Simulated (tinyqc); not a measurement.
Worked calculation: ellipsoidal valleys in the axes of a wafer and a channel. Values are carried at full precision from step to step, so a last printed digit may differ when a step is redone from the rounded ones.

Valleys with axes a along [111], [1-1-1], [-11-1] and [-1-11], one whole valley each; inverse mass tensor w = 1/mt + (1/ml - 1/mt) a a. Device axes: z = nz/|nz|, x = nx/|nx|, y = z cross x; in them a = (ax, ay, az). Confinement mass mz = 1/w_zz. In the plane w_ij is replaced by u_ij = w_ij - w_iz w_jz/w_zz (i, j = x, y); density-of-states mass md = 1/sqrt(det u); conductivity mass along x mc = 1/u_xx; ballistic transport mass mx = u_yy/det u, width mass my = 1/u_yy.

Constants: hbar^2/2m0 = 3.80998211 eV angstrom^2; kB = 8.617333262e-05 eV/K.

Parameters, chosen for this exercise (near those of the L valleys of GaAs; shifted at random, so the results belong to these values and not to a real crystal): ml = 1.829 m0 (longitudinal mass); mt = 0.074 m0 (transverse mass); nz = (0, 0, 1) (surface normal (confinement)); nx = (1, 1, 0) (channel direction); t = 7.8 nm (thickness of the film); T = 400 K (temperature).

## Device axes and valley axes

Give the rows x, y, z in cubic components and each valley axis in device components.

device axes:
```
     [100]   [010]   [001]
x   0.7071  0.7071  0.0000
y  -0.7071  0.7071  0.0000
z   0.0000  0.0000  1.0000
```

valley axes:
```
               ax        ay        az
[111]     0.81650   0.00000   0.57735
[1-1-1]   0.00000  -0.81650  -0.57735
[-11-1]   0.00000   0.81650  -0.57735
[-1-11]  -0.81650   0.00000   0.57735
```

## Tensors of the valley [1-1-1]

Form w and the reduced tensor u.

w (1/m0):
```
         x        y        z
x  13.5135   0.0000   0.0000
y   0.0000   4.8690  -6.1126
z   0.0000  -6.1126   9.1913
```

u (1/m0):
```
         x       y
x  13.5135  0.0000
y   0.0000  0.8039
```

The axis is tilted against the normal, so w_xz or w_yz is not zero and the reduction changes the masses in the plane.

## Masses of all valleys

Give mz, md, mc, mx and my.

Masses (m0):
```
valley       mz      md      mc      mx      my
[111]    0.1088  0.3034  1.2440  1.2440  0.0740
[1-1-1]  0.1088  0.3034  0.0740  0.0740  1.2440
[-11-1]  0.1088  0.3034  0.0740  0.0740  1.2440
[-1-11]  0.1088  0.3034  1.2440  1.2440  0.0740
```

mz md^2 = ml mt^2 = 0.01002 for every valley, so a heavy confinement mass comes with a small density of states. On this face all axes make the same angle with the normal.

## Subbands and shares in a film

Hard walls: E_n = c (n pi/t)^2/mz, c = hbar^2/2m0, n = 1, 2, 3. Non-degenerate share of a valley proportional to md sum_n exp(-E_n/kT); mean 1/mc = sum of share/mc. 1 nm = 10 angstrom.

Give the ladders, the shares and the mean conductivity mass.

Subbands:
```
valley   E1 (meV)  E2 (meV)  E3 (meV)  share
[111]        56.8     227.2     511.3  0.250
[1-1-1]      56.8     227.2     511.3  0.250
[-11-1]      56.8     227.2     511.3  0.250
[-1-11]      56.8     227.2     511.3  0.250
```

mean mc = 0.1397 m0

The lowest ladder ([111], [1-1-1], [-11-1] and [-1-11]) holds 100 % of the electrons in these valleys: all valleys have the same mz and md on this face, though not always the same mc.

## Checks

- mz md^2 against ml mt^2: they agree to 1e-10 or better.
- mx my against md^2: they agree to 1e-10 or better.

Run: tinyqc, `OMP_NUM_THREADS=1 python tinyqc.py 1850664 1850665 out.jsonl`; Intel(R) Xeon(R) Processor @ 2.30GHz, one thread, shared host; about 0.01 s of CPU time with all checks.
